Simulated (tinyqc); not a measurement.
Chemical shift by three methods: effective-mass impurity with a central-cell term, in a basis of Slater functions. Computed by tinyqc, a small Python program. Command: `OMP_NUM_THREADS=1 python tinyqc.py 3026331 3026332 out.jsonl centralcell walk`. One thread of a shared host (Intel(R) Xeon(R) Processor @ 2.30GHz), about 0.01 s of CPU time with the checks.

The envelope obeys H = -nabla^2 - (2/r) [Z + A exp(-kappa r)] in effective units, with kappa = a*/lambda; positive A deepens the well near the core.

Inputs (values chosen for the exercise, with mass and screening modelled on GaAs): effective mass m = 0.0685 m_0; dielectric constant eps = 13.3; charge Z of the core = 1; central-cell strength A = 13; central-cell range lambda = 1.6 angstrom.

Impurity: donor, one isotropic band.

Constants: Ry = 13.605693123 eV; a_0 = 0.529177210903 angstrom.

Method:
- Units: Ry* = Ry m/eps^2 and a* = a_0 eps/m, with m in m_0.
- kappa = a*/lambda; the hydrogenic ground state is bound by Z^2 Ry*.
- For s functions exp(-zeta r), with s = zeta_i + zeta_j: S = 2/s^3, T = zeta_i zeta_j S, V = -2 Z/s^2, W = -2 A/(s + kappa)^2; each function is normalised by dividing by sqrt(S_ii S_jj).
- Large basis: zeta_i = 0.06 x 1.6^(i-1), i = 1..22, same formulas; for p functions r exp(-zeta r): S = 24/s^5, T = zeta_i zeta_j S (centrifugal term included), V = -12 Z/s^4, W = -12 A/(s + kappa)^4; overlap eigenvalues below 1e-11 are dropped.
- First order: shift = 8 A Z^3/(2 Z + kappa)^2 Ry*. One exponent: minimise zeta^2 - 2 Z zeta - 8 A zeta^3/(2 zeta + kappa)^2 by golden section on 0.2 to 6 Z. All shifts are the binding beyond Z^2 Ry*.

kappa = 64.2158 1/a*

Ry* = 5.26875 meV

hydrogenic binding energy = 5.26875 meV

Shift of the 1s binding energy (meV):
```
A       first order  one exponent  large basis
-13.00     -0.12497      -0.11897     -0.10044
-6.50      -0.06249      -0.06094     -0.05562
1.30        0.01250       0.01256      0.01282
3.25        0.03124       0.03165      0.03334
6.50        0.06249       0.06414      0.07153
13.00       0.12497       0.13184      0.16803
16.20       0.15574       0.16660      0.22951
```

What does the comparison show, and why?

The three columns are ordered, first order <= one exponent <= large basis, since each is a variational bound with more freedom. At the largest attractive A first order gives 68 % and one exponent 73 % of the shift; at the most repulsive A the true shift is -0.100 meV against -0.125. Attraction pulls the envelope in and feeds itself, repulsion pushes it out and saturates.

Extremes, crossings and ranges named in words are read from the listed rows.
